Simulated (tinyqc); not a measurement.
Pillar capacitor in an array: capacitance, non-linearity, leakage and relaxation: one step of the calculation.

A film between two metal electrodes, each interface adding a series capacitance ci. The small-signal permittivity is ek (1 + aq E^2); the field is found with the linear permittivity. Leakage J = J0 sinh(E/Ef). After a voltage step the film passes a relaxation current kr C V tt^(-nr), tt being the time in seconds. The sidewall is a coaxial capacitor with radii a = dm/2 and b = dm/2 + t, depth AR dm; the end face is left out.

Question. Cell capacitance, fields and time constant. Per length 1/c = ln(b/a)/(2 pi eps0 ek) + (1/a + 1/b)/(2 pi ci); cell capacitance c AR dm; per footprint over pt^2; fields c V/(2 pi eps0 ek r) at r = a and b; resistance of the inner electrode rho AR dm/(pi a^2); time constant R C/3 of the distributed line.

Inputs (values chosen for the exercise); permittivity of the order of that of strontium titanate: relative permittivity of the film ek = 144; film thickness t = 27 nm; capacitance of each electrode interface (dead layer and screening) ci = 1000 uF/cm^2; bias V = 2.2 V; diameter of the pillar dm = 200 nm; aspect ratio, depth over diameter AR = 70; pitch of the square array pt = 390 nm; resistivity of the inner electrode rho = 190 uohm cm.

Constants: eps0 = 8.8541878128e-14 F/cm where lengths are in cm. Results are converted to the units shown.

Wanted: a; b; cell capacitance; capacitance per footprint; field at a; field at b; R; R C/3.

Answer.

a = 100.00 nm
b = 127.00 nm
cell capacitance = 464.80 fF
capacitance per footprint = 305.59 uF/cm^2
field at a = 0.91174 MV/cm
field at b = 0.71791 MV/cm
R = 0.84670 kohm
R C/3 = 131.18 ps

The array gives 65.3 times the planar capacitance per footprint; curvature makes the field at the inner electrode 1.13 times the planar value.

Program tinyqc, `OMP_NUM_THREADS=1 python tinyqc.py 2102194 2102195 out.jsonl`; Intel Xeon 2.30GHz, shared host, one thread, about 0.01 s.
